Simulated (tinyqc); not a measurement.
Gate work function from the charge.

Problem. For an undoped double gate, Q = 8 eps0 eps_r Vt beta tan(beta)/ts with 0 < beta < pi/2, and at the source (Vg - dphi)/(2 Vt) - ln[(2/ts) sqrt(2 eps0 eps_r Vt/(q ni))] = ln(beta) - ln(cos beta) + 2 r beta tan(beta), r = eps_r tox/(eox ts). Find beta and dphi.

Parameters, values chosen for the exercise; material values close to those of silicon:

| symbol | value | unit | meaning |
|---|---|---|---|
| T | 325 | K | temperature |
| eps_r | 11.6 |  | relative permittivity of the semiconductor |
| eox | 4.05 |  | relative permittivity of the gate insulator |
| tox | 1.7 | nm | insulator thickness |
| ts | 10 | nm | body thickness |
| Vg | 1.01 | V | gate voltage |

Constants: q = 1.602176634e-19 C, kB = 1.380649e-23 J/K, Vt = kB T/q, eps0 = 8.8541878128e-14 F/cm where lengths are in cm. Results are converted to the units shown.

Qs = 1206.6681 nC/cm^2
ni = 5.2806801e10 cm^-3

Answer. beta tan(beta) rises from 0 without bound on the interval, so the charge fixes beta; the second relation is then explicit in dphi. At this charge the surface density passes 0.3 Nc, so the classical Boltzmann model is only formal.

beta = 1.324
dphi = 0.1500 V

Numbers from tinyqc (`OMP_NUM_THREADS=1 python tinyqc.py 2440108 2440109 out.jsonl`; about 0.03 s on one thread of a shared Intel Xeon 2.30GHz).
